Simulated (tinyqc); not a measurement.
Inside a calculation. Model: on-chip interconnect, size-dependent resistivity and RC delay.

Computed by the program tinyqc: `OMP_NUM_THREADS=1 python tinyqc.py 2100020 2100021 out.jsonl`, one thread of a shared Intel Xeon 2.30GHz, about 0.01 s for the whole run. Printed values are rounded.

A rectangular line between two neighbours and two ground planes. Surface and grain-boundary scattering are added to the bulk resistivity as corrections; capacitances are parallel-plate values without fringing; inductance is ignored.

Inputs (values chosen for the exercise); metal values close to those of copper:
```
symbol,value,unit,meaning
rho0,1.71,uohm cm,bulk resistivity
lam,40.2,nm,bulk mean free path
ps,0,,specular share of surface scattering
Rg,0.22,,reflection coefficient of grain boundaries
gr,2,,grain size over the metal width
wd,62,nm,drawn line width
AR,2.4,,"aspect ratio, height over width"
tl,1.7,nm,"liner on both walls and the bottom, not conducting"
sp,62,nm,space to the neighbouring lines
hd,110,nm,dielectric height to the planes above and below
ek,2.7,,relative permittivity of the dielectric
Mf,1,,Miller factor of the neighbours
Lw,240,um,line length
Rd,17000,ohm,driver resistance
Cl,1.5,fF,load capacitance
dt,160,ps,time step
```

Constants: eps0 = 8.8541878128e-12 F/m. Results are converted to the units shown.

## Resistivity, resistance and capacitance per length

Metal width x = wd - 2 tl, height y = AR wd - tl; grain boundaries (Mayadas-Shatzkes): al = (lam/(gr x)) Rg/(1 - Rg), g = 1/[1 - 3 al/2 + 3 al^2 - 3 al^3 ln(1 + 1/al)] - 1; surfaces (Fuchs-Sondheimer, thick limit): s = (3/8) lam (1 - ps)(1/x + 1/y); rho = rho0 (1 + g + s); r = rho/(x y); c = eps0 ek (2 wd/hd + 2 Mf AR wd/sp).

x = 58.6 nm
y = 147.1 nm
al = 0.0967446
g = 0.141076
s = 0.359734
rho = 2.56638 uohm cm
r = 2.97722 ohm/um
c = 0.141699 fF/um

rho is 1.50 times the bulk value; surfaces add more (0.360 against 0.141). The liner takes 6.56 % of the cross-section.

## Ladder and Elmore delays

6 equal pi sections: series Rs = r Lw/6; node capacitances c Lw/6, halved at nodes 0 and 6, with Cl added to node 6; Rd feeds node 0. Elmore delay of node k: the sum, over the resistors on the path to k, of resistance times all capacitance downstream of it.

Rs = 119.089 ohm
C, node 0 to 6 (fF): [2.83398, 5.66797, 5.66797, 5.66797, 5.66797, 5.66797, 4.33398]
Elmore delay, node 0 to 6 (ps): [603.633, 607.524, 610.740, 613.281, 615.147, 616.338, 616.854]

The far-end value equals Rd (c Lw + Cl) + r Lw (c Lw/2 + Cl) for any number of pi sections; the line resistance contributes 2.14 % of it.

## Step 1: node voltages after a time step

v at t = 0, node 0 to 6 (V): [0, 0, 0, 0, 0, 0, 0]

A 1 V step is applied behind Rd at t = 0. C dv/dt = -G v + b, with G the conductance matrix of the ladder (1/Rs between neighbours, 1/Rd added at node 0) and b = (1 V/Rd, 0, ...). Trapezoidal step: (C/dt + G/2) v(new) = (C/dt - G/2) v + b.

v at t = 1 dt, node 0 to 6 (V): [0.255919, 0.244781, 0.235708, 0.228625, 0.223470, 0.220200, 0.218789]

## Step 2: node voltages after a time step

As before.

v at t = 2 dt, node 0 to 6 (V): [0.404117, 0.406494, 0.408169, 0.409311, 0.410049, 0.410475, 0.410649]

## Course in time

A 1 V step is applied behind Rd at t = 0. C dv/dt = -G v + b, with G the conductance matrix of the ladder (1/Rs between neighbours, 1/Rd added at node 0) and b = (1 V/Rd, 0, ...). Trapezoidal step: (C/dt + G/2) v(new) = (C/dt - G/2) v + b. The last column solves the same ladder exactly by its modes.

Voltages (V):
```
t (ps)  node 0  node 3  node 6  node 6, exact
160.0   0.2559  0.2286  0.2188         0.2243
320.0   0.4041  0.4093  0.4106         0.4027
480.0   0.5645  0.5434  0.5364         0.5400
640.0   0.6434  0.6513  0.6532         0.6458
800.0   0.7466  0.7295  0.7244         0.7272
960.0   0.7852  0.7944  0.7963         0.7899
1120    0.8540  0.8395  0.8358         0.8382
1280    0.8694  0.8790  0.8807         0.8754
1440    0.9172  0.9046  0.9019         0.9041
1600    0.9194  0.9290  0.9304         0.9261
1760    0.9543  0.9430  0.9411         0.9431
1920    0.9492  0.9585  0.9596         0.9562
```

The far end of the ladder reaches 0.5 V at 428.9 ps, 0.695 of its Elmore delay (ln 2 = 0.693 for a single pole); the slowest mode has a time constant of 612.4 ps. The largest error of the trapezoidal steps at that node is 8.0 mV.
